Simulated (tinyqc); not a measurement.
Inductance and parasitic capacitance from two readings.

Question. A loss-free coil L in parallel with C shows the apparent inductance L/(1 - w^2 L C), w = 2 pi f. Find L, C and the self-resonance 1/(2 pi sqrt(L C)).

apparent inductance at 6.8 and 17 GHz (nH): 0.86090417  1.8902164

Answer. The inverse of the reading is 1/L - w^2 C, a straight line in w^2.

L = 0.780 nH
C = 66.0 fF
self-resonance = 22.2 GHz

Numbers from tinyqc (`OMP_NUM_THREADS=1 python tinyqc.py 2302003 2302004 out.jsonl`; about 0.01 s on one thread of a shared Intel Xeon 2.30GHz).
